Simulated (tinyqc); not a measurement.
Worked calculation: recursion (Haydock) method for the local density of states: bulk site of a cubic lattice. Values are carried at full precision from step to step, so a last printed digit may differ when a step is redone from the rounded ones.

One orbital a site at energy 0, hopping -t to the 6 nearest neighbours of a cubic lattice; the start u0 is a site in the bulk, with energy V. Recursion: a_n = <u_n|H|u_n>, b_(n+1) u_(n+1) = (H - a_n) u_n - b_n u_(n-1), b > 0. G(z) = 1/(z - a0 - b1^2/(z - a1 - b2^2/(...))), z = E + i eta. After n levels the tail is b_n^2 T with the square-root terminator T = (z - sqrt(z - 2b) sqrt(z + 2b))/(2 b^2), b = 3t so that the band edges lie at -/+ 6t.

Parameters, chosen for this exercise: t = 1.1 eV (hopping); V = 0 eV (shift of the starting site); n = 6 (levels kept); E = -0.52 eV (energy); eta = 0.055 eV (broadening).

## The coefficients

Carry the recursion for n levels; the lattice is large enough that no wall is met.

Coefficients:
```
n  a_n (eV)  b_(n+1) (eV)  b_(n+1)^2/t^2
0    0.0000       2.69444         6.0000
1    0.0000       3.30000         9.0000
2    0.0000       3.38050         9.4444
3    0.0000       3.21749         8.5556
4    0.0000       3.35401         9.2970
5    0.0000       3.28161         8.9000
```

b1^2/t^2 = 6 counts the neighbours of the start. All a_n vanish because the lattice is bipartite and V = 0. The b_n tend to a quarter of the band width, 3.300 eV.

## Moments from the coefficients

For a1 = a2 = 0: mu1 = a0, mu2 = a0^2 + b1^2, mu3 = a0^3 + 2 a0 b1^2, mu4 = a0^4 + 3 a0^2 b1^2 + b1^4 + b1^2 b2^2.

mu1 to mu4 (eV^n): [0.000, 7.260, 0.000, 131.769]

mu4/t^4 = 90 is the number of closed walks of four steps.

## The continued fraction at one energy

Start from the terminator and work up: G_i = 1/(z - a_i - S_i), S_i = b_(i+1)^2 G_(i+1), with T in place of G_n. The density is -Im G_0/pi.

Levels of the fraction:
```
i         S_i (eV)       G_i (1/eV)
5  -0.2550-3.2261i  -0.0245-0.3028i
4  -0.2752-3.4063i  -0.0203-0.2875i
3  -0.2105-2.9759i  -0.0333-0.3265i
2  -0.3810-3.7315i  -0.0097-0.2637i
1  -0.1054-2.8722i  -0.0474-0.3349i
0  -0.3444-2.4314i  -0.0283-0.4002i
```

local density of states = 0.1274 1/eV

A direct sum over the zone gives 0.1284 1/eV at the same z; 6 levels miss it by -0.8 %.

## Checks

- G from 7 levels against a direct sum over the zone at E = 10.5600 eV, above the band (1/eV): both 0.10217.

Run: tinyqc, `OMP_NUM_THREADS=1 python tinyqc.py 1480220 1480221 out.jsonl`; Intel(R) Xeon(R) Processor @ 2.30GHz, one thread, shared host; about 0.07 s of CPU time with all checks.
